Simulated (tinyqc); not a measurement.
Changing the hole prefactor a_p: avalanche multiplication and breakdown of a junction from ionisation integrals. Computed by tinyqc, a small Python program. Command: `OMP_NUM_THREADS=1 python tinyqc.py 3008911 3008912 out.jsonl impact sweep`. One thread of a shared host (Intel(R) Xeon(R) Processor @ 2.30GHz), about 0.03 s of CPU time with the checks.

Ionisation coefficients follow the local field. Position x runs through the depletion layer from the p side (x = 0), where electrons enter, to the n side (x = w), where holes enter. The built-in voltage is neglected.

Inputs (values chosen for the exercise, modelled on GaAs):

| quantity | value | unit |
|---|---|---|
| electron prefactor a_n | 178000 | 1/cm |
| electron field b_n | 562000 | V/cm |
| hole field b_p | 647000 | V/cm |
| exponent c | 1.8 | - |
| permittivity eps | 12.9 | - |
| doping N of the lightly doped side | 1e+15 | 1/cm^3 |
| bias as a fraction of the breakdown voltage | 0.84 | - |

Junction: one-sided abrupt p+n.

Constants: e = 1.602176634e-19 C; eps_0 = 8.8541878128e-12 F/m.

Method:
- alpha_n = a_n exp(-(b_n/F)^c), alpha_p = a_p exp(-(b_p/F)^c).
- Field F = F_m (1 - s), w = eps eps_0 F_m/(e N), V = F_m w/2, with s = x/w (the peak lies at the p+ side).
- With Phi(x) = int_0^x (alpha_n - alpha_p) dx': 1 - 1/M_n = I_n = int_0^w alpha_n exp(-Phi) dx and M_p = M_n exp(-Phi(w)); trapezoid rule on 401 even points; breakdown at I_n = 1.
- Solve I_n(F_m) = 1.
- Bias V = fraction times the breakdown voltage.
- M_n = 1/(1 - I_n), M_p = M_n exp(-Phi(w)); McIntyre excess noise for the carrier with the larger M, F_x = k M + (1 - k)(2 - 1/M), with k = (smaller M - 1)/(larger M - 1).

One run for each value:

| hole prefactor a_p (1/cm) | breakdown voltage (V) | effective k | excess noise factor | M_n |
|---|---|---|---|---|
| 4.60e+04 | 333.7 | 0.0817 | 1.922 | 3.918 |
| 1.20e+05 | 308.3 | 0.1936 | 1.844 | 2.722 |
| 3.30e+05 | 281.0 | 0.4740 | 1.727 | 1.983 |
| 8.90e+05 | 254.6 | 0.8904 | 1.603 | 1.561 |
| 2.40e+06 | 229.6 | 0.3812 | 1.593 | 1.314 |

Over the rows, breakdown voltage (V) falls from 334 to 230 (exponent d ln y / d ln x -0.083 between the first rows and -0.10 between the last); effective k goes from 0.0817 through a maximum among these rows, 0.890 at 890000, to 0.381; excess noise factor falls from 1.92 to 1.59 (exponent d ln y / d ln x -0.044 between the first rows and -0.0063 between the last). Breakdown needs feedback from both carriers; weakening one raises V_B much less than in proportion but changes the noise. Left out: 2400, 6400, 17000 (the run failed its checks).

Extremes, crossings and ranges named in words are read from the listed rows.
